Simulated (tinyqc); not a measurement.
Elastic trap-assisted tunnelling through a dielectric: current against voltage.

Emitter at x = 0 (Fermi level 0), collector at x = t (Fermi level -V), band edge U(x) = phi - F x, F = V/t. A trap at x has the energy E = U(x) - Et. With G(u) = (4/(3 F)) sqrt(mo/C) max(u, 0)^1.5, C = hbar^2/(2 m0): S1 = G(phi - E) - G(Et), S2 = G(Et) - G(phi - V - E), T1,2 = exp(-S1,2). The steady rate through one trap is nu T1 T2 (f1 - f2)/(T1 + T2), f1 = f(E), f2 = f(E + V), f(y) = 1/(1 + exp(y/Vt)); both contacts offer states at E.

J = q Nt times the integral of the rate over x. Direct S = (4/(3 F)) sqrt(mo/C) [phi^1.5 - max(phi - V, 0)^1.5].

Inputs (values chosen for the exercise); dielectric values close to those of aluminium oxide:
- T = 300 K (temperature)
- phi = 2.56 eV (barrier above the emitter Fermi level)
- mo = 0.4 m0 (tunnelling mass)
- t = 5.1 nm (thickness)
- Et = 2.05 eV (trap depth below the band edge of the dielectric)
- Nt = 4.7e17 cm^-3 (trap density)
- nu = 1e13 1/s (attempt frequency)

Constants: q = 1.602176634e-19 C, kB = 1.380649e-23 J/K, hbar = 1.054571817e-34 J s, m0 = 9.1093837015e-31 kg, Vt = kB T/q, hbar^2/(2 m0) = 0.0380998212 eV nm^2. Results are converted to the units shown.

Current against voltage:
```
V (V)  J (A/cm^2)  x of the peak over t  larger S there  direct S
0.3      5.88e-13                 0.495            23.9      51.3
0.84      1.55e-8                 0.488            24.2      48.3
1.37      1.08e-6                 0.453            23.3      45.0
1.91      2.04e-6                 0.432            22.9      41.2
2.44      5.08e-6                 0.407            22.3      36.6
2.98      3.80e-5                 0.371            21.2      30.3
3.51      7.55e-4                 0.209            18.4      25.7
4.05      0.00763                 0.177            16.0      22.3
4.58       0.0428                 0.153            14.1      19.7
5.12        0.170                 0.135            12.6      17.6
```

What does the comparison show?

J rises from 5.88e-13 to 0.170 A/cm^2, by 8.19 decades a volt between the first two rows and 1.11 between the last two. The position of the peak falls from 0.495 to 0.135 of t; only traps beyond x/t = (phi - Et)/V lie below the emitter Fermi level, with phi - Et = 0.510 eV. It jumps from 0.371 to 0.209 between V = 2.98 and 3.51 V. For V = 5.12 the field exceeds 10 MV/cm.

Range of the model: Phonon-assisted (inelastic) capture, chains of traps and a spread of trap depths are left out.

Computed by the program tinyqc: `OMP_NUM_THREADS=1 python tinyqc.py 2370006 2370007 out.jsonl`, one thread of a shared Intel Xeon 2.30GHz, about 0.03 s for the whole run.
